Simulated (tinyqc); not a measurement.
Undoped symmetric double-gate MOSFET, analytic potential model: two steps of the calculation.

An undoped body of thickness ts between two equal insulators and tied gates; long channel, electrons only, n = ni exp((psi - V)/Vt) with V the quasi-Fermi potential (0 at the source, Vd at the drain), constant mobility, no quantisation. Across the body psi(x) = V - 2 Vt ln[(ts/(2 beta)) sqrt(q ni/(2 eps0 eps_r Vt)) cos(2 beta x/ts)], x from the centre. Q is the electron charge per area of the whole body.

Parameters, values chosen for the exercise; material values those of a made-up semiconductor: temperature T = 300 K; band gap Eg = 1.79 eV; relative permittivity of the semiconductor eps_r = 11.7; conduction-band density of states at T Nc = 3.44e17 cm^-3; valence-band density of states at T Nv = 1.05e19 cm^-3; relative permittivity of the gate insulator eox = 9.35; insulator thickness tox = 2.1 nm; body thickness ts = 5 nm; gate work function less that of the intrinsic body dphi = 0.13 V.

Constants: q = 1.602176634e-19 C, kB = 1.380649e-23 J/K, Vt = kB T/q, eps0 = 8.8541878128e-14 F/cm where lengths are in cm. Results are converted to the units shown.

Problem 1. Constants of the body. ni = sqrt(Nc Nv) exp(-Eg/(2 Vt)), Eg in volts; r = eps_r tox/(eox ts); V0 = dphi + 2 Vt ln[(2/ts) sqrt(2 eps0 eps_r Vt/(q ni))].

Wanted: ni; r; V0.

Solution 1.

ni = 1752.0 cm^-3
r = 0.52556
V0 = 1.0518 V

Problem 2. Potential and electron density across the body at the source. psi(x) as above with V = 0 and beta = beta_s; n = ni exp(psi/Vt).

x/ts, point 0 to 6: [0, 0.1, 0.2, 0.3, 0.4, 0.45, 0.5]
beta_s = 1.2704250
ni = 1752.0061 cm^-3

Give: psi; n.

Solution 2.

```
point  psi (V)  n (cm^-3)
0      0.93413  8.6331e18
1      0.93581  9.2153e18
2      0.94111  1.1311e19
3      0.95088  1.6503e19
4      0.96730  3.1146e19
5      0.97966  5.0243e19
6      0.99709  9.8617e19
```

The density at the surface is 11.4 times that at the centre (1/cos^2 beta). It reaches 290 Nc, where Boltzmann statistics overestimate it.

Program tinyqc, `OMP_NUM_THREADS=1 python tinyqc.py 2440127 2440128 out.jsonl`; Intel Xeon 2.30GHz, shared host, one thread, about 0.02 s.
